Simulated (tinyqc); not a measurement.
## Gate sheet resistance from two finger widths

Question. At low frequency R = Rsh Wf/(3 L) + B/Wf, where B collects the channel and vertical terms. Find Rsh, B and the width of lowest R.

Parameters, values chosen for the exercise:
- L = 0.11 um (channel length)

input resistance of single fingers, contacted at one end, of width 0.51 and 6.8 um (ohm): 93.074510  97.137255

Answer. R Wf is a straight line in Wf^2; the minimum of R lies where both terms are equal.

Rsh = 4.40 ohm/square
B = 44.0 ohm um
width of lowest R = 1.82 um

Numbers from tinyqc (`OMP_NUM_THREADS=1 python tinyqc.py 2262234 2262235 out.jsonl`; about 0.01 s on one thread of a shared Intel Xeon 2.30GHz).
